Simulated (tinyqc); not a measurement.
What each parameter does: Gamma, L and X subbands of a thin body with non-parabolic valleys.

Hard walls, flat band, c = hbar^2/2m0, energies from the bulk Gamma edge. For a valley at angle theta to the normal 1/m_z = cos^2/ml + sin^2/mt and m_d = sqrt(ml mt^2/m_z). Subband n starts at E_v + e with e (1 + a e) = c (n pi/t)^2/m_z, and its density-of-states mass is taken as m_d (1 + 2 a e), without further growth at higher in-plane energy. Groups are named by valley and degeneracy.

n_i = g m/(2 pi c) kB T ln(1 + exp((EF - E_i)/kB T)), sum n_i = Ns (1e12/cm^2 = 1e-4/angstrom^2), c = hbar^2/2m0. Quantum capacitance Cq = 1602.176634 sum g m/(2 pi c) f_i in microfarad/cm^2 with f_i = 1/(1 + exp((E_i - EF)/kB T)); Cox = 34.5313/eot (one gate); C/Cox = Cq/(Cq + Cox), the centroid term left out.

Constants: hbar^2/2m0 = 3.80998211 eV angstrom^2; kB = 8.617333262e-05 eV/K.

Parameters, chosen for this exercise (near those of a thin GaAs channel; shifted at random, so the results belong to these values and not to a real crystal):

| symbol | value | unit | meaning |
|---|---|---|---|
| face | 100 |  | surface |
| mG | 0.068 | m0 | Gamma mass |
| aG | 0.56 | 1/eV | Gamma non-parabolicity |
| EL | 0.245 | eV | L edge above Gamma |
| mL | (1.881, 0.076) | m0 | L valleys (four, along <111>): ml, mt |
| EX | 0.458 | eV | X edge above Gamma |
| mX | (1.349, 0.228) | m0 | X valleys (three, along <100>): ml, mt |
| aS | 0.36 | 1/eV | non-parabolicity of L and X |
| Ns | 11 | x 1e12/cm^2 | sheet density |
| T | 300 | K | temperature |
| eot | 12 | angstrom | equivalent oxide thickness |
| t | 80 | angstrom | body thickness |

n = 1 to 8 of all groups.

Results for these values:

| case | lowest edge (eV) | EF (eV) | Gamma share (%) | C/Cox |
|---|---|---|---|---|
| base | 0.083 | 0.273 | 56.8 | 0.917 |

What happens to each result for T = 250 K, all else kept?

Answer: lowest edge does not change at the printed digits; EF rises from 0.273 to 0.281; Gamma share rises from 56.8 to 58.8; C/Cox rises from 0.917 to 0.924.

The same for each parameter in turn:

| case | lowest edge (eV) | EF (eV) | Gamma share (%) | C/Cox |
|---|---|---|---|---|
| base | 0.083 | 0.273 | 56.8 | 0.917 |
| t = 88 angstrom | 0.069 | 0.261 | 61.3 | 0.916 |
| mG = 0.0782 m0 | 0.072 | 0.264 | 68.6 | 0.907 |
| aG = 0.39 1/eV | 0.084 | 0.275 | 54.5 | 0.918 |
| EL = 0.195 eV | 0.083 | 0.232 | 42.8 | 0.928 |
| Ns = 16.5 x 1e12/cm^2 | 0.083 | 0.295 | 43.8 | 0.946 |
| eot = 10 angstrom | 0.083 | 0.273 | 56.8 | 0.902 |
| T = 250 K | 0.083 | 0.281 | 58.8 | 0.924 |

Run: tinyqc, `OMP_NUM_THREADS=1 python tinyqc.py 1250249 1250250 out.jsonl`; Intel(R) Xeon(R) Processor @ 2.30GHz, one thread, shared host; about 0.02 s of CPU time with all checks.
